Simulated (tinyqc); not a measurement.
Static screening by free carriers: one step. Screening at finite temperature.

kF = (3 pi^2 n/Mv)^(1/3), EF = c kF^2/m with c = hbar^2/2m0, n in 1/angstrom^3 (1e-24 per 1/cm^3), e2 = e^2/(4 pi eps0). Thomas-Fermi: qTF^2 = 6 pi e2 n/(eps EF). Debye: qD^2 = 4 pi e2 n/(eps kB T).

F_j(eta) = (1/Gamma(j + 1)) integral_0^infinity x^j dx/(1 + exp(x - eta)), which tends to exp(eta) for eta << 0.

At finite T: qs^2 = qD^2 F_-1/2(eta)/F_1/2(eta), where n = Mv N F_1/2(eta) and N = 2 (m kB T/(4 pi c))^(3/2) with c = hbar^2/2m0, in 1/angstrom^3; times 1e24 for 1/cm^3.

Constants: hbar^2/2m0 = 3.80998211 eV angstrom^2; e^2/(4 pi eps0) = 14.39964547 eV angstrom; kB = 8.617333262e-05 eV/K.

Parameters, chosen for this exercise (near those of InP; shifted at random, so the results belong to these values and not to a real crystal):

| symbol | value | unit | meaning |
|---|---|---|---|
| n | 3.1e+15 | 1/cm^3 | carrier density |
| m | 0.0794 | m0 | mass of one isotropic valley |
| Mv | 1 |  | valleys |
| eps | 12.4 |  | background dielectric constant |
| T | 200 | K |  |

Problem. Solve for eta and form qs.

Give: n/(Mv N); eta; qs; screening length 1/qs.

Solution.

n/(Mv N) = 0.01014
eta = -4.587
qs = 0.001617 1/angstrom
screening length 1/qs = 618.3 angstrom

qs is 0.998 of the Debye value and 0.194 of the Thomas-Fermi value.

Program tinyqc; command `OMP_NUM_THREADS=1 python tinyqc.py 1682582 1682583 out.jsonl`; about 0.01 s on one thread of a shared Intel(R) Xeon(R) Processor @ 2.30GHz.
